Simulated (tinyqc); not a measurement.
From results back to parameters: density of states of one tight-binding band on the square lattice. Five cases, with inputs chosen for the exercise.

Problem. For E(k) = -2 t (c1 + c2) - 4 t2 c1 c2, ci = cos(2 pi ki), with |t2| < t/2 the band has its bottom at Gamma, its top at M = (1/2, 1/2) and its logarithmic peak at X = (1/2, 0). Only differences are known.

Find: t; t2.

Method. E(Gamma) = -4t - 4 t2, E(X) = 4 t2, E(M) = 4t - 4 t2: the sum of the two differences is 8 t, their difference 16 t2.

Case 1.

peak above the bottom = 3.5200 eV
top above the peak = 3.5200 eV

Solution.

t = 0.880 eV
t2 = 0.000 eV

Case 2.

peak above the bottom = 8.2000 eV
top above the peak = 8.2000 eV

Solution.

t = 2.050 eV
t2 = 0.000 eV

Case 3.

peak above the bottom = 7.1600 eV
top above the peak = 6.6800 eV

Solution.

t = 1.730 eV
t2 = 0.030 eV

Case 4.

peak above the bottom = 2.2800 eV
top above the peak = 3.4000 eV

Solution.

t = 0.710 eV
t2 = -0.070 eV

Case 5.

peak above the bottom = 5.4400 eV
top above the peak = 5.2800 eV

Solution.

t = 1.340 eV
t2 = 0.010 eV

Computed by tinyqc, one run a case: `OMP_NUM_THREADS=1 python tinyqc.py N N+1 out.jsonl` with N = 1651786, 1651889, 1652265, 1652311, 1680291; one thread of a shared Intel(R) Xeon(R) Processor @ 2.30GHz, about 0.09 s a run at most.
